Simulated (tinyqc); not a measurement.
Worked calculation: band-to-band tunnelling and avalanche in a reverse-biased abrupt junction. Computed by tinyqc, a small Python program that keeps every step. Command: `OMP_NUM_THREADS=1 python tinyqc.py 3025956 3025957 out.jsonl zener walk`. One thread of a shared host (Intel(R) Xeon(R) Processor @ 2.30GHz), about 0.01 s of CPU time with the checks. Intermediate numbers are printed to about 6 digits and carried at full precision; extremes and crossings named in words are read from the listed rows.

Direct Kane tunnelling in the local field (for indirect gaps the mass is an effective fit) and one ionisation coefficient for both carriers. N is the doping of the light side, or N_A N_D/(N_A + N_D) for the symmetric junction; the built-in voltage is taken as E_g/e.

Inputs (values chosen for the exercise, modelled on In0.53Ga0.47As):

| quantity | value | unit |
|---|---|---|
| band gap at 300 K, E_g | 0.76 | eV |
| gap narrowing with temperature, -dE_g/dT | 0.35 | meV/K |
| reduced tunnelling mass m_r | 0.023 | m_0 |
| permittivity eps | 13.9 | - |
| ionisation prefactor a | 5.1e+06 | 1/cm |
| ionisation field at 300 K, b | 1.6e+06 | V/cm |
| relative rise of b with temperature | 8.4 | 1e-4/K |
| effective doping N | 7.1e+17 | 1/cm^3 |
| reverse bias V_R | 0.42 | V |
| current density that defines tunnel breakdown, J_0 | 10 | A/cm^2 |
| temperature T | 200 | K |

Junction: one-sided.

Constants: eps_0 = 8.8541878128e-12 F/m; e = 1.602176634e-19 C; m_0 = 9.1093837015e-31 kg; hbar = 1.054571817e-34 J s.

## Junction at the given bias

E_g(T) = E_g - (T - 300 K)(-dE_g/dT); b(T) = b [1 + (rise)(T - 300 K)]; w = sqrt(2 eps eps_0 (V_R + E_g/e)/(e N)); F_m = 2 (V_R + E_g/e)/w; the field falls linearly from F_m to 0 across w.

E_g(T) = 0.795 eV

depletion width w = 51.2744 nm

peak field F_m = 0.473921 MV/cm

shortest tunnelling distance E_g/(e F_m) = 16.7750 nm

## Kane coefficients and peak generation rate

Kane: G(F) = A F^2 exp(-B/F), A = e^2 sqrt(m_r)/(18 pi hbar^2 sqrt(E_g)), B = pi sqrt(m_r) E_g^(3/2)/(2 e hbar), SI units; J = e int G dx x V_R/(V_R + E_g/e), the last factor making J vanish at zero bias; int G dx = (w/F_m) int_0^F_m G dF by 64 Gauss-Legendre points.

A = 1.65545e+20 1/(cm s V^2)

B = 6.11728 MV/cm

B/F_m = 12.9078

G(F_m) = 9.21595e+25 1/(cm^3 s)

Caution: V_R is below E_g/e, so the field drops by more than a quarter along the tunnelling path and the local Kane formula overestimates the current.

## Tunnel current and multiplication

Avalanche: I = (w/F_m) int_0^F_m a exp(-b/F) dF by 64 Gauss-Legendre points, M = 1/(1 - I), breakdown at I = 1.

tunnel current density = 1.56803 A/cm^2

ionisation integral I = 0.248506

The estimate e G(F_m) w (F_m/B) V_R/(V_R + E_g/e), which keeps only the region near the peak, gives 2.03 A/cm^2.

## Which breakdown comes first?

V_Z solves J = J_0 and V_A solves I = 1; the lower one is the breakdown voltage; temperature coefficients by a central difference of +/- 10 K.

tunnel breakdown V_Z = 0.681007 V

avalanche breakdown V_A = 1.52795 V

breakdown voltage = 0.681007 V

dV_Z/dT = -1.13726 mV/K

dV_A/dT = 3.50744 mV/K

Tunnelling comes first, at 0.9 E_g/e. V_Z falls on heating because the gap shrinks, and V_A rises because carriers lose more energy to phonons. Caution: V_A is below about 5 E_g/e, where the local law understates it, since it ignores the distance a carrier needs to reach the ionisation energy.

## Against the doping

The formulas are those given above.

Breakdown:

| N (1/cm^3) | V_Z (V) | V_A (V) | F_m at breakdown (MV/cm) | first |
|---|---|---|---|---|
| 1.40e+16 | 4.26972e+01 | 24.2426 | 0.302099 | avalanche |
| 3.60e+16 | 1.79580e+01 | 12.3790 | 0.351397 | avalanche |
| 8.50e+16 | 7.99188e+00 | 6.7937 | 0.409809 | avalanche |
| 2.10e+17 | 3.21291e+00 | 3.6277 | 0.468120 | tunnelling |
| 4.30e+17 | 1.40027e+00 | 2.1936 | 0.495754 | tunnelling |
| 7.10e+17 | 6.81007e-01 | 1.5280 | 0.522350 | tunnelling |
| 1.40e+18 | 1.51532e-01 | 0.9140 | 0.587381 | tunnelling |
| 3.60e+18 | 2.76821e-03 | 0.4110 | 0.864725 | tunnelling |

The mechanism changes between 8.50e16 and 2.10e17 per cm^3. Across the table V_Z + E_g/e scales as N^-0.72 and V_A as N^-0.73: tunnelling needs a nearly fixed field, while avalanche in a thinner layer needs a higher one. Rows with V_Z below E_g/e understate it, since the local Kane formula overestimates the current there. Rows with V_A below about 5 E_g/e understate it, since the local law ignores the distance a carrier needs to reach the ionisation energy.

Checks made by the program: field integral against adaptive quadrature in x (relative difference 3e-10).
